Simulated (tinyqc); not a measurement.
# Frequency dispersion of an accumulation capacitance by border traps, distributed model: two studies

Traps spread evenly through the insulator exchange electrons with the semiconductor by tunnelling, with tau(x) = t0 exp(2 ka x) at depth x from the interface. The admittance per area Y seen at depth x obeys dY/dx = -Y^2/(i w eps0 eox) + q Nb ln(1 + i w tau)/tau, with Y(0) = i w Cs and w = 2 pi f; the gate sees Y(tox) = G + i w C. Working variable y = Y/(i w), in uF/cm^2. Cox = eps0 eox/tox.

Values chosen for this exercise; permittivity close to that of silicon dioxide:
- eox = 3.82 (relative permittivity of the insulator)
- tox = 6.6 nm (insulator thickness)
- Cs = 6.7 uF/cm^2 (semiconductor capacitance in accumulation)
- Nb = 1.2e19 cm^-3 eV^-1 (density of border traps)
- ka = 5.8 1/nm (decay constant of the wave function in the insulator)
- t0 = 1e-9 s (time constant of a trap at the interface)
- f = 1e6 Hz (frequency)

Constants: q = 1.602176634e-19 C, eps0 = 8.8541878128e-14 F/cm where lengths are in cm. Results are converted to the units shown.

Each table varies one quantity; the others keep the values above.

## Capacitance and loss against frequency

Cox; trap-free value 1/(1/Cox + 1/Cs); response depth d = ln(1/(w t0))/(2 ka), where w tau = 1; lumped estimate: all traps within d act as C_bt = q Nb d placed at d/2, so C = 1/{1/[1/(1/Cs + d/(2 eps0 eox)) + C_bt] + (tox - d/2)/(eps0 eox)}. C and G from a fine integration; dispersion -d C/d log10 f over C, from f times and over 1.1. For a broad spread of time constants G/w is close to -(pi/2) dC/d ln w.

The same in every row: trap-free C (uF/cm^2) = 0.4761.

Capacitance and loss against frequency:
```
f (Hz)	d (nm)	C (uF/cm^2)	G/w (uF/cm^2)	dispersion (% a decade)	-(pi/2) dC/d ln w (uF/cm^2)	lumped C (uF/cm^2)
10	1.430	0.4858	0.001910	0.5751	0.001906	0.4835
100	1.231	0.4833	0.001581	0.4782	0.001576	0.4816
1000	1.033	0.4812	0.001277	0.3878	0.001273	0.4800
10000	0.8341	0.4795	0.001002	0.3049	9.974e-4	0.4787
1e5	0.6356	0.4782	7.563e-4	0.2303	7.514e-4	0.4777
1e6	0.4371	0.4773	5.420e-4	0.1649	5.370e-4	0.4769
1e7	0.2386	0.4767	3.600e-4	0.1095	3.562e-4	0.4764
```

Read the table: what changes, and by how much?

C falls from 0.4858 to 0.4767 uF/cm^2, towards the trap-free 0.4761; each decade of frequency removes ln 10/(2 ka) = 0.198 nm from the response depth. The dispersion falls from 0.575 to 0.110 % a decade and G/w falls from 0.00191 to 3.60e-4 uF/cm^2. G/w lies between 1.00 and 1.01 times -(pi/2) dC/d ln w, the relation for a broad spread of time constants.

## Effect of the density of border traps

Same model as above.

The same in every row: d (nm) = 0.4371; trap-free C (uF/cm^2) = 0.4761.

Result of one run:
```
Nb (cm^-3 eV^-1)	C (uF/cm^2)	G/w (uF/cm^2)	dispersion (% a decade)	-(pi/2) dC/d ln w (uF/cm^2)	lumped C (uF/cm^2)
2e20	0.4929	0.006050	1.804	0.006067	0.4875
```

What becomes of these results when the density of border traps Nb is changed from 2e20 to 6e18 cm^-3 eV^-1, all else the same?

Result of the changed run:
```
Nb (cm^-3 eV^-1)	C (uF/cm^2)	G/w (uF/cm^2)	dispersion (% a decade)	-(pi/2) dC/d ln w (uF/cm^2)	lumped C (uF/cm^2)
6e18	0.4767	2.750e-4	0.08372	2.722e-4	0.4765
```

The whole series:
```
Nb (cm^-3 eV^-1)	C (uF/cm^2)	G/w (uF/cm^2)	dispersion (% a decade)	-(pi/2) dC/d ln w (uF/cm^2)	lumped C (uF/cm^2)
1e18	0.4762	4.640e-5	0.01413	4.590e-5	0.4761
2e18	0.4763	9.258e-5	0.02819	9.159e-5	0.4762
6e18	0.4767	2.750e-4	0.08372	2.722e-4	0.4765
1e19	0.4771	4.539e-4	0.1381	4.496e-4	0.4768
3e19	0.4791	0.001298	0.3942	0.001288	0.4782
7e19	0.4829	0.002762	0.8357	0.002753	0.4807
2e20	0.4929	0.006050	1.804	0.006067	0.4875
4e20	0.5040	0.008682	2.535	0.008716	0.4949
```

As Nb goes from 1e18 to 4e20, C rises from 0.476 to 0.504 uF/cm^2, the dispersion rises from 0.0141 to 2.54 % a decade and G/w rises from 4.64e-5 to 0.00868 uF/cm^2. The lumped estimate is within 0.01 % of C in the first row and 1.8 % below it in the last. The dispersion goes as Nb^(1.00) between the first two rows and Nb^(0.49) between the last two: dense traps near the interface screen those behind them.

Program tinyqc, `OMP_NUM_THREADS=1 python tinyqc.py 2202216 2202217 out.jsonl`; Intel Xeon 2.30GHz, shared host, one thread, about 0.6 s.
